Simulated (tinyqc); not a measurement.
Worked calculation: plane-wave Kohn-Sham cycle with exchange-only LDA in a layered model solid. Computed by tinyqc, a small Python program that keeps every step. Settings: points = 16, plane-wave index or count = 3, electrons = 2, k points = 2, area = 15.0, mixing = 0.1, iteration cap = 53, Kerker q0 = 1.42. Command: `OMP_NUM_THREADS=1 python tinyqc.py 22308 22309 out.jsonl` (the two numbers bound the seeds that draw the settings). One thread of a shared host (Intel(R) Xeon(R) Processor @ 2.60GHz), about 0.02 s of CPU time with the checks.

A solid whose potential varies along x alone (atomic units):
```
parameter,value
period a,6.000000
cross-section of the cell,15.000000
electrons per cell,2
grid points,16
"plane waves -n..n, n",3
k points,2
V1 in V1 cos(2 pi x/a),-0.290000
```

Stop when sqrt(dV sum R^2) is below 1e-8, dV = a A/N.

Course of the cycle:
```
iteration,E (hartree),norm of the residual
1,-0.51500957,1.50e-01
2,-0.50956211,1.43e-01
3,-0.50456574,1.37e-01
4,-0.49999328,1.30e-01
5,-0.49581688,1.24e-01
6,-0.49200880,1.18e-01
7,-0.48854187,1.12e-01
8,-0.48538991,1.07e-01
9,-0.48252787,1.02e-01
10,-0.47993206,9.69e-02
11,-0.47758014,9.22e-02
...,...,...
43,-0.45682319,1.79e-02
44,-0.45675304,1.70e-02
45,-0.45669012,1.62e-02
46,-0.45663367,1.54e-02
47,-0.45658303,1.46e-02
48,-0.45653761,1.39e-02
49,-0.45649685,1.32e-02
50,-0.45646028,1.25e-02
51,-0.45642747,1.19e-02
52,-0.45639802,1.13e-02
53,-0.45637159,1.07e-02
```

Can the last value be used, and what does the course show?

Not by the stop rule. Not converged within 53 iterations: the residual falls steadily but slowly, by a factor of about 0.95 a step. Reruns (cap 100 unless said): mixing 0.5, Kerker q0 1.0: converged in 39 (E = -0.45614); mixing 0.3, Pulay depth 5: converged in 11 (E = -0.45614); the original settings with a cap of 400: converged in 326 (E = -0.45614).
